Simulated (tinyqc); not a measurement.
Isotype n-N heterojunction, non-linear Poisson equation by Newton steps, Fermi-Dirac statistics: one step of the calculation.

One dimension, material 1 (n-type) at x < 0 and material 2 (n-type) at x > 0. Band edges: Ec = -psi in material 1 and -psi + dEc in material 2, Ev = Ec - Eg. Equilibrium, Fermi level at 0. n = Nc F((EFn - Ec)/Vt), p = Nv F((Ev - EFp)/Vt), with F(eta) = F_1/2(eta) = (2/sqrt(pi)) int_0^infinity sqrt(u) du/(1 + exp(u - eta)) (Fermi-Dirac statistics); full ionisation, no interface charge, classical densities; the doping types are chosen for the exercise. The polarisation charge of real nitride interfaces, of order 1e13 cm^-2, is left out.

Question. Newton step. Solve the tridiagonal system a_(i-1) d_(i-1) + b_i d_i + a_i d_(i+1) = -F_i for nodes 1 to 10, with d = 0 on fixed nodes. Each component d is damped to sign(d) Vt ln(1 + |d|/Vt) before it is added.

Inputs (values chosen for the exercise):
- T = 400 K (temperature)

Constants: q = 1.602176634e-19 C, kB = 1.380649e-23 J/K, Vt = kB T/q. Results are converted to the units shown.

coupling a_i, interval 0 to 10 (F/cm^2): 2.7232453e-8  6.2480495e-8  1.4322951e-7  3.2851848e-7  7.5541270e-7  6.5161288e-7  5.5604299e-7  4.7660828e-7  4.0885514e-7  3.5044727e-7  2.9788018e-7

```
node  diagonal b (F/cm^2)  residual F (C/cm^2)
1           -1.2018228e-6       -6.1005585e-10
2           -5.5451495e-7        -3.8753634e-9
3           -4.9478581e-7        -5.5283277e-9
4           -1.0854533e-6        3.4016670e-10
5           -1.7700347e-5        -7.6376538e-7
6           -1.1250496e-5        -3.8242113e-7
7           -6.2335946e-6        -1.6086126e-7
8           -3.6802060e-6        -6.3500674e-8
9           -2.6025522e-6        -2.5044524e-8
10          -2.1903271e-6        -1.0844684e-8
```

psi at the start, node 0 to 11 (V): -0.20757193  -0.20765977  -0.21902756  -0.28412831  -0.34918535  -0.38118076  -0.41664074  -0.45168050  -0.48111587  -0.50173970  -0.51371897  -0.52279418

Give: Newton step d, before damping; psi after iteration 1.

Answer.

Newton step d, before damping, node 1 to 10 (V): -0.001520  -0.019479  -0.047694  -0.046512  -0.046542  -0.038217  -0.030961  -0.022840  -0.014183  -0.007220
psi after iteration 1, node 0 to 11 (V): -0.20757  -0.20915  -0.23447  -0.31407  -0.37863  -0.41064  -0.44236  -0.47377  -0.49864  -0.51362  -0.52027  -0.52279

tinyqc, about 0.2 s, one thread, Intel Xeon 2.30GHz (shared host): `OMP_NUM_THREADS=1 python tinyqc.py 2040107 2040108 out.jsonl`
